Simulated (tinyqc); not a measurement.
Coverage and depolarisation: effective work function and flat-band voltage of a metal/high-k/SiO2/Si stack with a dipole layer.

Constants: e^2/(4 pi eps0) = 14.39964547 eV angstrom.

Values chosen for the exercise (a stack on Si capped with a magnesium-like oxide; the results hold for these values, not for the real material):

| symbol | value | unit | meaning |
|---|---|---|---|
| qd | 0.56 | e | charge of a dipole |
| dd | 2 | angstrom | its length |
| ed | 9.5 |  | dielectric constant in the dipole layer |
| al | 1.1 | angstrom^3 | polarisability volume of a dipole |

Size of the step: linear D0 = 4 pi e2 N qd dd/ed, and D0/(1 + 9 al N^(3/2)), N in angstrom^-2, a Topping factor applied on top of ed as a model choice.

Results:

| N (cm^-2) | D0 (eV) | 9 al N^(3/2) | D (eV) |
|---|---|---|---|
| 2.0e+13 | 0.0427 | 0.0009 | 0.0426 |
| 5.0e+13 | 0.1067 | 0.0035 | 0.1063 |
| 1.0e+14 | 0.2133 | 0.0099 | 0.2112 |
| 2.0e+14 | 0.4267 | 0.0280 | 0.4150 |
| 4.0e+14 | 0.8533 | 0.0792 | 0.7907 |
| 7.0e+14 | 1.4933 | 0.1834 | 1.2619 |
| 1.0e+15 | 2.1333 | 0.3131 | 1.6247 |

What can be read from this table?

Depolarisation takes off 1.0 % at 1e14 and 15 % at 7e14 cm^-2. D would peak at N = (2/(9 al))^(2/3) = 3.4e+15 cm^-2, beyond the table.

Run: tinyqc, `OMP_NUM_THREADS=1 python tinyqc.py 1850342 1850343 out.jsonl`; Intel(R) Xeon(R) Processor @ 2.30GHz, one thread, shared host; about 0.01 s of CPU time with all checks.
